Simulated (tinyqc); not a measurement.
Time-dependent dielectric breakdown: cell percolation, Weibull statistics, area scaling and voltage extrapolation: one step, computed by the program tinyqc. Command: `OMP_NUM_THREADS=1 python tinyqc.py 3003780 3003781 out.jsonl tddb walk`. One thread of a shared host (Intel(R) Xeon(R) Processor @ 2.30GHz), about 0.01 s of CPU time with the checks.

The oxide is divided into columns of area a^2, each holding m = t_ox/a cells (m is taken as continuous). A share lambda(t) = (t/t_1)^alpha of the cells is defective, and a column whose cells are all defective breaks down.

Task: A sample of breakdown times. Each device fails at t = t63 (-ln(1 - u))^(1/beta). Sort the times; median rank F_i = (i - 0.3)/(n_s + 0.4) for n_s devices; W = ln(-ln(1 - F_i)).

characteristic life t63 = 3250.910 s

uniform random numbers u: 0.4683  0.1186  0.5304  0.5744  0.2530  0.6192  0.1957  0.8834  0.8598  0.6609  0.4417

Weibull slope beta = 1.390909

Give: Weibull plot.

Result:

Weibull plot:

| i | t (s) | F_i | ln t | W |
|---|---|---|---|---|
| 1 | 734.2 | 0.06140 | 6.5988 | -2.7588 |
| 2 | 1086.6 | 0.14912 | 6.9908 | -1.8233 |
| 3 | 1340.6 | 0.23684 | 7.2009 | -1.3083 |
| 4 | 2205.2 | 0.32456 | 7.6986 | -0.9355 |
| 5 | 2336.5 | 0.41228 | 7.7564 | -0.6320 |
| 6 | 2658.4 | 0.50000 | 7.8855 | -0.3665 |
| 7 | 2902.8 | 0.58772 | 7.9734 | -0.1210 |
| 8 | 3169.8 | 0.67544 | 8.0614 | 0.1180 |
| 9 | 3439.2 | 0.76316 | 8.1430 | 0.3649 |
| 10 | 5282.9 | 0.85088 | 8.5722 | 0.6434 |
| 11 | 5634.7 | 0.93860 | 8.6367 | 1.0261 |

Caution: t_1 is an input here; in a real oxide it changes with thickness at fixed voltage.
